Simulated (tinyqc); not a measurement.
# Worked calculation: electron mobility in a silicon inversion layer, empirical terms and Matthiessen rule

Program tinyqc, `OMP_NUM_THREADS=1 python tinyqc.py 2510141 2510142 out.jsonl`; Intel Xeon 2.30GHz, shared host, one thread, about 0.01 s. Printed values are rounded.

Inversion layer of sheet density Ns on a uniformly doped body. The mobility terms are empirical power laws with prefactors chosen for the exercise; adding their inverses (Matthiessen) is itself an approximation.

Values chosen for this exercise; material values close to those of silicon: temperature T = 300 K; band gap Eg = 1.14 eV; relative permittivity of the semiconductor eps_r = 11.9; conduction-band density of states at T Nc = 2.83e19 cm^-3; valence-band density of states at T Nv = 2.64e19 cm^-3; body doping Nb = 1.3e18 cm^-3; reverse body bias Vsb = 0 V; weight of the inversion charge in the effective field eta = 0.5; gate capacitance Cox = 0.59 uF/cm^2; phonon-limited mobility at 1 MV/cm and 300 K Ap = 386 cm^2/(V s); roughness-limited mobility at 1 MV/cm As = 723 cm^2/(V s); exponent of the roughness term gs = 2; Coulomb prefactor Ac = 1500 cm^2/(V s); charge at the interface Nit = 2.3e10 cm^-2; inversion density Ns = 2.6e12 cm^-2; ratio W/L WL = 1; drain voltage Vd = 0.05 V; measured linear current I = 3.09 uA.

Constants: q = 1.602176634e-19 C, kB = 1.380649e-23 J/K, Vt = kB T/q, eps0 = 8.8541878128e-14 F/cm where lengths are in cm. Results are converted to the units shown.

## Depletion charge and effective field

ni = sqrt(Nc Nv) exp(-Eg/(2 Vt)), Eg in volts; Ndep = sqrt(2 eps0 eps_r Nb (2 Vt ln(Nb/ni) + Vsb)/q); E = q (Ndep + eta Ns)/(eps0 eps_r), in MV/cm.

ni = 7.263010e9 cm^-3
Ndep = 4.098742e12 cm^-2
E = 0.8209322 MV/cm

The depletion charge gives 75.9 % of the field.

## Mobility terms and their sum

With t = T/(300 K): muC = Ac (Ns/1e12 cm^-2) t/(Nb/1e17 cm^-3 + Nit/1e11 cm^-2), muP = Ap E^(-1/3) t^(-1.75), muS = As E^(-gs); 1/mu is the sum of the inverses.

terms (cm^2/(V s)): Coulomb 294.7846, phonon 412.2413, roughness 1072.812
mu = 148.1437 cm^2/(V s)
shares of 1/mu (%): Coulomb 50.25492, phonon 35.93617, roughness 13.80892

The Coulomb term limits most.

## Iteration 1: inversion density for the measured current

Ns at the start = 3.9e12 cm^-2

I = (W/L) q Ns mu Vd. E = q (Ndep + eta Ns)/(eps0 eps_r) in MV/cm. With t = T/(300 K): muC = Ac (Ns/1e12 cm^-2) t/(Nb/1e17 cm^-3 + Nit/1e11 cm^-2), muP = Ap E^(-1/3) t^(-1.75), muS = As E^(-gs); 1/mu is the sum of the inverses. Ns(new) = I/((W/L) q mu Vd).

E = 0.9197711 MV/cm
mu = 168.0366 cm^2/(V s)
Ns after iteration 1 = 2.295484e12 cm^-2

## Iteration 2: inversion density for the measured current

As before.

E = 0.7977798 MV/cm
mu = 140.3437 cm^2/(V s)
Ns after iteration 2 = 2.748432e12 cm^-2

## Course of the iteration: inversion density for the measured current

Stop when Ns changes by less than 1e5 cm^-2, or after 120 iterations.

Course of the iteration:
```
iteration   Ns (cm^-2)  |change| (cm^-2)
1          2.295484e12           1.60e12
2          2.748432e12           4.53e11
3          2.547277e12           2.01e11
4          2.625778e12           7.85e10
5          2.593340e12           3.24e10
6          2.606448e12           1.31e10
7          2.601102e12            5.35e9
8          2.603274e12            2.17e9
9          2.602390e12            8.84e8
...                ...               ...
12         2.602663e12            5.95e7
13         2.602639e12            2.42e7
14         2.602648e12            9.84e6
15         2.602644e12            4.00e6
16         2.602646e12            1.63e6
17         2.602645e12            6.62e5
18         2.602646e12            2.69e5
19         2.602645e12            1.10e5
20         2.602646e12            4.46e4
```

Converged in 20 iterations. At the end each change is about 0.41 times the one before, with alternating sign: linear convergence.

## Split C-V extraction

Vg, point 0 to 12 (V): [0.2, 0.25, 0.3, 0.35, 0.4, 0.45, 0.5, 0.55, 0.6, 0.65, 0.7, 0.75, 0.8]
Cgc, point 0 to 12 (uF/cm^2): [7.744794e-6, 4.044855e-5, 2.112002e-4, 0.001101426, 0.005707714, 0.02864111, 0.1241423, 0.3433260, 0.5186529, 0.5748594, 0.5870397, 0.5894309, 0.5898910]
I, point 0 to 12 (uA): [1.941674e-12, 5.296459e-11, 1.444408e-9, 3.934098e-8, 1.064504e-6, 2.785493e-5, 6.237546e-4, 0.008315429, 0.04679094, 0.1336118, 0.2648642, 0.4324417, 0.6298463]

Q(Vg) is the trapezoid sum of Cgc from the first point (where Q is taken as 0); mu_eff = I/((W/L) Q Vd); mu_FE = (dI/dVg)/((W/L) Cox Vd) with a backward difference. Listed from point 4 on.

Q, point 4 to 12 (uC/cm^2): [2.105402e-4, 0.001069261, 0.004888845, 0.01657555, 0.03812503, 0.06546283, 0.09451031, 0.1239221, 0.1534051]
mu_eff, point 4 to 12 (cm^2/(V s)): [0.1011212, 0.5210129, 2.551746, 10.03337, 24.54605, 40.82067, 56.04979, 69.79252, 82.11542]
mu_FE, point 4 to 12 (cm^2/(V s)): [6.950258e-4, 0.01816300, 0.4039998, 5.214694, 26.08509, 58.86162, 88.98463, 113.6119, 133.8336]

At the last point mu_FE is 63 % above mu_eff.
